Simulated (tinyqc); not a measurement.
Which roughness does what: X-ray reflectivity of a thin film on silicon: critical angles, Parratt recursion, fringes and roughness. Computed by tinyqc, a small Python program. Command: `OMP_NUM_THREADS=1 python tinyqc.py 3121480 3121481 out.jsonl xrr walk`. One thread of a shared host (Intel(R) Xeon(R) Processor @ 2.30GHz), about 0.01 s of CPU time with the checks.

n = 1 - delta + i beta; the classical electron radius is r_e = 2.8179403e-6 nm. Layer 0 is vacuum, 1 the film, 2 the substrate.

Inputs (values chosen for the exercise, modelled on ruthenium on silicon, copper K-alpha radiation):
```
quantity                                        value     unit
wavelength lambda                             0.15406       nm
film density rho                                 12.6   g/cm^3
effective electrons per unit mass, film         0.432    mol/g
beta/delta, film                                0.079        -
film thickness d                                 36.3       nm
roughness of the surface sigma_1                 0.57       nm
roughness of the interface sigma_2               0.61       nm
substrate density                                2.33   g/cm^3
effective electrons per unit mass, substrate    0.507    mol/g
beta/delta, substrate                           0.023        -
grazing angle theta                              1.69  degrees
```

Constants: N_A = 6.02214076e+23 1/mol.

Method:
- delta = r_e lambda^2 rho_e/(2 pi), rho_e = density x electrons per mass x N_A; critical angle sqrt(2 delta), q_c = 4 sqrt(pi r_e rho_e).
- k_j = (2 pi/lambda) sqrt(sin^2 theta - 2 delta_j + 2 i beta_j); r_ij = (k_i - k_j)/(k_i + k_j) x exp(-2 k_i k_j sigma^2) (Nevot-Croce); r = (r_01 + r_12 p)/(1 + r_01 r_12 p), p = exp(2 i k_1 d); R = |r|^2.
- Far above the critical angle the period is d theta = lambda/(2 d), or 2 pi/d in q; the envelope runs between (|r_01| - |r_12 p|)^2 and (|r_01| + |r_12 p|)^2; contrast = 2 a b/(a^2 + b^2) with a = |r_01|, b = |r_12 p|; roughness factors on the amplitudes are about exp(-q^2 sigma^2/2).
- R is averaged over one period above each angle (64 points); contrast = (max - min)/(max + min) of R theta^4 over that period. Cases: smooth; only sigma_1; only sigma_2; both.

period in theta = 0.121584 degrees

Constants:
```
layer      rho_e (1/nm^3)        delta         beta  critical angle (degrees)  q_c (1/nm)
film              3277.97  3.48929e-05  2.75654e-06                  0.478637    0.681402
substrate          711.40  7.57263e-06  1.74170e-07                  0.222977    0.317437
```

Mean R and contrast:
```
theta (degrees)    R smooth  contrast  R, sigma_1  contrast, sigma_1  R, sigma_2  contrast, sigma_2     R, both  contrast, both
0.8              1.1362e-02   0.72419  8.3373e-03            0.83154  1.0650e-02            0.61704  7.6459e-03         0.72859
1.2              1.9018e-03   0.83682  9.8603e-04            0.99562  1.6498e-03            0.56043  7.1728e-04         0.82264
1.8              4.2150e-04   0.88898  1.5071e-04            0.83210  3.1264e-04            0.33943  4.5358e-05         0.84392
2.5              1.1574e-04   0.91664  3.5822e-05            0.34498  8.0617e-05            0.11486  1.5278e-06         0.82016
3.5              3.1202e-05   0.93390  9.9537e-06            0.04822  2.1011e-05            0.01356  6.4715e-09         0.73923
```

What follows from these numbers?

At 2.5 degrees sigma_1 alone multiplies the mean R by 0.31 and sigma_2 alone by 0.70; the contrast goes from 0.92 (smooth) to 0.34 and 0.11.
